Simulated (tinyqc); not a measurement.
Double-gate transistor, scale length and short-channel effects: two steps of the calculation.

A body of thickness ts between two insulators of thickness ti and two tied gates. Below threshold the potential that source and drain add obeys Laplace's equation and vanishes on the gate. Its lowest mode decays along the channel as exp(-k y); k is the smallest positive root of the matching condition at the interface, and the scale length is Lambda = pi/k.

Parameters, values chosen for the exercise; permittivities: semiconductor close to that of indium arsenide, insulator close to that of hafnium oxide:

| symbol | value | unit | meaning |
|---|---|---|---|
| eps_r | 15.2 |  | relative permittivity of the semiconductor |
| ei | 21.7 |  | relative permittivity of the insulator |
| ti | 12 | nm | insulator thickness |
| ts | 13 | nm | body thickness |

Task 1. Scan of the matching condition. f(k) = ei cos(k ti) cos(k ts/2) - eps_r sin(k ti) sin(k ts/2).

k, point 0 to 7 (1/nm): 0.015  0.03  0.045  0.06  0.075  0.09  0.105  0.12

Give: f(k).

Result 1.

f(k), point 0 to 7: 20.983  18.887  15.568  11.279  6.340  1.124  -3.978  -8.587

The first change of sign lies between k = 0.09 and 0.105 1/nm.

Task 2. Decay constant by Newton steps. f(k) = ei cos(k ti) cos(k ts/2) - eps_r sin(k ti) sin(k ts/2); f' by a central difference with +/- 1e-5 1/nm; k(new) = k - f/f'.

k after iteration 1 = 0.092863138 1/nm

Give: f; f'; k after iteration 2.

Result 2.

f = 0.1297
f' = -346.4 nm
k after iteration 2 = 0.09324 1/nm

Computed by the program tinyqc: `OMP_NUM_THREADS=1 python tinyqc.py 2420079 2420080 out.jsonl`, one thread of a shared Intel Xeon 2.30GHz, about 0.01 s for the whole run.
